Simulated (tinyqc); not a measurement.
Reverse leakage of an n+-p junction: diffusion, generation, trap-assisted and band-to-band tunnelling: one step of the calculation.

One-sided abrupt junction in the depletion approximation, x from the junction (0) to W on the p side, field F = F0 (1 - x/W). Flat quasi-Fermi levels, long p side. Traps generate through SRH with both lifetimes shortened by 1 + Gamma (Hurkx enhancement, form for moderate fields); band-to-band generation is local and needs a total bending above Eg.

Question. Field, scales and diffusion current. ni = sqrt(Nc Nv) exp(-Eg/(2 Vt)), Eg in volts; Vbi = Vt ln(Na Nd/ni^2); W = sqrt(2 eps0 eps_r (Vbi + VR)/(q Na)); F0 = 2 (Vbi + VR)/W; FG = sqrt(24 mt m0 (kB T)^3)/(q hbar); J_diff = q ni^2 sqrt(Dn/tau)(1 - exp(-VR/Vt))/Na.

Inputs (values chosen for the exercise); band and dielectric values close to those of In0.53Ga0.47As:
```
symbol    value    unit                                             meaning
T           350       K                                         temperature
Eg        0.753      eV                                            band gap
eps_r      14.1                                       relative permittivity
Nc      2.68e17   cm^-3              conduction-band density of states at T
Nv      9.67e18   cm^-3                 valence-band density of states at T
Na       2.2e17   cm^-3                acceptor density of the lighter side
Nd         1e19   cm^-3                   donor density of the heavier side
tau        2e-6       s         SRH lifetime of both carriers at zero field
mt        0.052      m0                                     tunnelling mass
Dn            4  cm^2/s  electron diffusion coefficient on the lighter side
VR          0.7       V                                        reverse bias
```

Constants: q = 1.602176634e-19 C, kB = 1.380649e-23 J/K, hbar = 1.054571817e-34 J s, m0 = 9.1093837015e-31 kg, Vt = kB T/q, eps0 = 8.8541878128e-14 F/cm where lengths are in cm. Results are converted to the units shown.

Find: ni; Vbi; W; F0; FG; J_diff.

Answer.

ni = 6.101e12 cm^-3
Vbi = 0.7481 V
W = 101.3 nm
F0 = 286.0 kV/cm
FG = 212.0 kV/cm
J_diff = 3.834e-8 A/cm^2

Range of the model: The n+ side is degenerate, so Vbi from Boltzmann statistics is only a guide.

tinyqc, about 0.01 s, one thread, Intel Xeon 2.30GHz (shared host): `OMP_NUM_THREADS=1 python tinyqc.py 2290077 2290078 out.jsonl`
